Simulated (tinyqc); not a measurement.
Which current rules in forward bias: trap-assisted generation and recombination current of an abrupt junction. Computed by tinyqc, a small Python program. Command: `OMP_NUM_THREADS=1 python tinyqc.py 3015276 3015277 out.jsonl junctionleak walk`. One thread of a shared host (Intel(R) Xeon(R) Processor @ 2.30GHz), about 0.01 s of CPU time with the checks.

Depletion approximation, flat quasi-Fermi levels across the depleted layer, long neutral regions with minority lifetimes tau_n and tau_p, full ionisation and Boltzmann statistics. Voltages in exponents stand for e V.

Inputs (values chosen for the exercise, with bands and screening modelled on silicon):
```
quantity,value,unit
gap E_g,1.14,eV
electron mass m_e,0.337,m_0
valleys M_c,6,-
hole mass m_h,0.804,m_0
dielectric constant eps,11.8,-
acceptor density N_A,4.3e+16,cm^-3
donor density N_D,9.8e+17,cm^-3
capture time tau_n,2.8e-07,s
capture time tau_p,1.1e-05,s
trap level E_t - E_i,0,eV
electron diffusion coefficient D_n,81,cm^2/s
hole diffusion coefficient D_p,1.7,cm^2/s
temperature T,300,K
```

Field enhancement: none.

Constants: k_B = 8.617333262e-05 eV/K; m_0 = 9.1093837015e-31 kg; k_B = 1.380649e-23 J/K; h = 6.62607015e-34 J s; e = 1.602176634e-19 C; eps_0 = 8.8541878128e-12 F/m.

Method:
- N_c = 2 M_c (2 pi m_e k_B T/h^2)^(3/2) and N_v = 2 (2 pi m_h k_B T/h^2)^(3/2), masses in units of m_0.
- n_i = sqrt(N_c N_v) exp(-E_g/2 k_B T); V_bi = (k_B T/e) ln(N_A N_D/n_i^2); diffusion saturation current J_d0 = e n_i^2 [sqrt(D_n/tau_n)/N_A + sqrt(D_p/tau_p)/N_D].
- W = sqrt(2 eps eps_0 (V_bi - V)(1/N_A + 1/N_D)/e), x_p = W N_D/(N_A + N_D), x_n = W - x_p, peak field F_m = 2 (V_bi - V)/W; reverse bias means V = -V_r.
- Potential from the p edge: phi = (V_bi - V) x^2/(x_p W) on the p side and (V_bi - V)[1 - (W - x)^2/(x_n W)] on the n side; p = N_A exp(-phi/k_B T), n = n_i^2 exp(V/k_B T)/p; U = (n p - n_i^2)/[tau_p (n + n_i exp(dE/k_B T)) + tau_n (p + n_i exp(-dE/k_B T))], dE = E_t - E_i, n1 = n_i exp(dE/k_B T), p1 = n_i exp(-dE/k_B T); J_t = e int U dx by the trapezoid rule on 400 intervals on each side.
- J_d = J_d0 (exp(V/k_B T) - 1). Ideality n = (e/k_B T) dV/d ln J, central difference of 1 mV. The rows stop just below the bias where n = 0.1 p or tau_p n = 0.1 tau_n p at the p edge, or the like at the n edge.

k_B T = 0.0258520 eV

n_i = 6.13386e+09 cm^-3

J_d0 = 2.38678e-12 A/cm^2

Forward characteristic:
```
V (V),J_t (A/cm^2),J_d (A/cm^2),ideality of J_t,ideality of the sum
0.13,3.8918e-09,3.6213e-10,1.6788,1.5857
0.21,2.2233e-08,8.0450e-09,1.8398,1.5040
0.28,9.5488e-08,1.2067e-07,1.8661,1.2579
0.36,5.0394e-07,2.6641e-06,1.8494,1.0788
0.43,2.2082e-06,3.9948e-05,1.8130,1.0241
0.51,1.2530e-05,8.8193e-04,1.7488,1.0060
0.58,6.0644e-05,1.3225e-02,1.6896,1.0019
0.66,3.7037e-04,2.9196e-01,1.8186,1.0006
```

Diffusion overtakes recombination between 0.21 and 0.28 V, and the ideality of the sum goes from 1.59 to 1.00. The ideality of J_t alone lies between 1.68 and 1.87; it stays below 2 because the zone where n and p are alike widens as the field falls, and at the lowest bias the terms in n1 and p1 lower it too.

Extremes, crossings and ranges named in words are read from the listed rows.
